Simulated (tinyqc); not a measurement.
MOS structure on a p-type body, non-linear Poisson equation by Newton steps: effect of the electron quasi-Fermi potential against the body on threshold, swing and body effect.

One dimension, insulator interface at x = 0, acceptor density Na, uniform, net doping C = -(acceptor density). psi is counted from the intrinsic level: n = ni exp((psi - Vb)/Vt), p = ni exp(-psi/Vt); deep in the body psi_b = -Vt ln(Na/ni). The gate acts through Cox = eps0 eox/tox and has the potential psi_G = Vg - (phiM - chi - Vt ln(Nc/ni)). Boltzmann statistics, full ionisation, classical densities, no oxide or interface charge.

ni = sqrt(Nc Nv) exp(-Eg/(2 Vt)), Eg in volts. The Poisson equation d/dx(eps0 eps_r dpsi/dx) = -q (p - n + C), with eps0 eps_r dpsi/dx = -Cox (psi_G - psi_0) at x = 0, is solved on a mesh of about 600 nodes or more. N_inv is the integral of n less its value deep in the body. VT is the Vg at which N_inv = 2e11 cm^-2. m = 1/(dpsi_0/dVg) at N_inv = 1e8 cm^-2; the swing is the Vg between N_inv = 1e8 and 1e9 cm^-2; body coefficient [VT(Vb + 0.05 V) - VT(Vb)]/0.05 V - 1.

Inputs (values chosen for the exercise); band and dielectric values those of a made-up semiconductor: temperature T = 300 K; band gap Eg = 1.22 eV; relative permittivity eps_r = 11.3; conduction-band density of states at T Nc = 2.9e19 cm^-3; valence-band density of states at T Nv = 2.81e19 cm^-3; electron affinity chi = 5.02 eV; acceptor density deep in the body Na = 4.4e17 cm^-3; relative permittivity of the gate insulator (close to silicon dioxide) eox = 3.9; insulator thickness tox = 9.8 nm; gate work function phiM = 5.47 eV.

Constants: q = 1.602176634e-19 C, kB = 1.380649e-23 J/K, Vt = kB T/q, eps0 = 8.8541878128e-14 F/cm where lengths are in cm. Results are converted to the units shown.

Effect of the electron quasi-Fermi potential against the body on threshold, swing and body effect:
```
Vb (V)  VT (V)  psi_0 - psi_b at VT (V)  m - 1  swing (mV/decade)  body coefficient
0         1.56                     1.05  0.587               95.7             0.539
0.3       2.01                     1.36  0.503               90.4             0.472
0.6       2.45                     1.66  0.447               86.9             0.425
0.9       2.87                     1.96  0.406               84.4             0.390
1.2       3.29                     2.26  0.375               82.5             0.362
1.5       3.69                     2.57  0.350               81.0             0.340
1.8       4.09                     2.87  0.330               79.7             0.321
```

Read the table: what changes, and by how much?

As Vb goes from 0 to 1.8, VT rises from 1.56 to 4.09 V, the swing falls from 95.7 to 79.7 mV/decade and the body coefficient falls from 0.539 to 0.321. The swing stays within 1.2 % of m Vt ln 10, and the body coefficient within 0.048 of m - 1.

Numbers from tinyqc (`OMP_NUM_THREADS=1 python tinyqc.py 2080031 2080032 out.jsonl`; about 0.5 s on one thread of a shared Intel Xeon 2.30GHz).
